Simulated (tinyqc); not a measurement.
## Doping from two capacitances

Problem. An abrupt p-n junction obeys 1/C^2 = 2 (Vbi - V)/(q eps0 eps_r Ne), Ne = Na Nd/(Na + Nd), Vbi = Vt ln(Na Nd/ni^2), V the bias of the p side. Nd is known to be the larger doping. Find Ne, Vbi, Na and Nd.

Inputs (values chosen for the exercise):
- T = 350 K (temperature)
- eps_r = 11.8 (relative permittivity)

Constants: q = 1.602176634e-19 C, kB = 1.380649e-23 J/K, Vt = kB T/q, eps0 = 8.8541878128e-14 F/cm where lengths are in cm. Results are converted to the units shown.

C at V = -0.5 and -5.6 V (nF/cm^2): 91.357321  41.901351
ni = 3.0130197e11 cm^-3

Answer. The slope of 1/C^2 against -V gives Ne and its intercept Vbi. Then Na Nd = ni^2 exp(Vbi/Vt) and Na + Nd = Na Nd/Ne, so both are roots of one quadratic.

Ne = 1.35e17 cm^-3
Vbi = 0.859 V
Na = 1.50e17 cm^-3
Nd = 1.40e18 cm^-3

Computed by the program tinyqc: `OMP_NUM_THREADS=1 python tinyqc.py 2000163 2000164 out.jsonl`, one thread of a shared Intel Xeon 2.30GHz, about 0.02 s for the whole run.
